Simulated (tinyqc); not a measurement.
Changing the film thickness L: heat flow across a film from the phonon Boltzmann equation in the relaxation-time approximation. Computed by tinyqc, a small Python program. Command: `OMP_NUM_THREADS=1 python tinyqc.py 3015261 3015262 out.jsonl slabbte sweep`. One thread of a shared host (Intel(R) Xeon(R) Processor @ 2.30GHz), about 0.06 s of CPU time with the checks.

Two black walls, hot at x = 0 and cold at x = L, emit phonons isotropically. For one free path Lambda, with tau = x/Lambda, tau_L = L/Lambda and phi = (T - T_cold)/Delta T, energy balance gives phi(tau) = (1/2) [E2(tau) + int_0^tau_L phi(s) E1(|tau - s|) ds]; E_n are the exponential integrals. The flux over the ballistic flux C v Delta T/4 is psi = 1 - 2 int_0^tau_L phi(s) E2(s) ds, and kappa_eff/kappa = (3/4) tau_L psi. kappa = C v Lambda/3 is an input, so at fixed kappa a longer free path means a smaller C v.

Inputs (values chosen for the exercise, modelled on gallium arsenide):
```
quantity                             value     unit
bulk conductivity kappa               46.4  W/(m K)
wall temperature difference Delta T      7        K
free path Lambda_1                      44       nm
free path Lambda_2                     620       nm
share f_2 of kappa                     0.4        -
cells n in the small system              5        -
```

Free-path groups: two.

Method:
- Cut the film into n equal cells with constant phi, collocated at the centres c_i: the kernel integrates to A_ij = |E2(|c_i - e_j|) - E2(|c_i - e_(j+1)|)|/2 for cell edges e_j, and A_ii = 1 - E2(half a cell); solve (1 - A) phi = E2(c)/2; psi = 1 - 2 sum_j phi_j [E3(e_j) - E3(e_(j+1))].
- Use 150 and 300 cells and extrapolate psi = (4 psi(300) - psi(150))/3. The jump at the hot wall is 1 - phi there (linear extrapolation from the first two of 300 cells). Two-flux (diffusion with slip) formula: psi = 1/(1 + 3 tau_L/4).
- Each group is solved on its own with 150 and 300 cells, psi = (4 psi(300) - psi(150))/3, and weighted by its share of kappa (f_1 is what the others leave); exchange of energy between groups inside the film is left out.
- Flux J = kappa_eff Delta T/L; apparent boundary resistance per wall (L/kappa_eff - L/kappa)/2.

One run for each value; columns: (1) film thickness L (nm); (2) kappa_eff (W/(m K)); (3) flux J (GW/m^2); (4) jump at the wall / Delta T for Lambda_1; (5) apparent resistance per wall (m^2 K/GW):
```
(1)     (2)    (3)     (4)    (5)
0.88   0.43  3.415  0.4782  1.015
1.8    0.86  3.354  0.4624  1.024
3.8    1.75  3.232  0.4358  1.042
8      3.44  3.013  0.3951  1.075
17     6.44  2.651  0.3367  1.137
35    10.81  2.162  0.2663  1.241
73    16.50  1.582  0.1887  1.426
150   22.43  1.047  0.1201  1.727
320   28.30  0.619  0.0670  2.205
660   33.42  0.354  0.0358  2.763
```

Over the rows, kappa_eff (W/(m K)) rises from 0.429 to 33.4 (exponent d ln y / d ln x 0.97 between the first rows and 0.23 between the last); flux J (GW/m^2) falls from 3.42 to 0.354 (exponent d ln y / d ln x -0.025 between the first rows and -0.77 between the last); jump at the wall / Delta T for Lambda_1 falls from 0.478 to 0.0358 (exponent d ln y / d ln x -0.047 between the first rows and -0.87 between the last). At the low end the exponent of kappa_eff is 0.97, close to 1: the ballistic limit. At the low end the exponent of flux J is -0.03, close to 0: the ballistic flux does not depend on L. In thin films phonons cross without scattering: the flux is bounded by what the walls emit, and Delta T drops in two jumps of one half each. In thick films the jumps shrink as Lambda/L and the apparent wall resistance tends to a constant.

Caution (rows 0.880, 1.80, 3.80, 8.00): below about 10 nm the film nears the phonon wavelength, and a particle picture fails.

Extremes, crossings and ranges named in words are read from the listed rows.
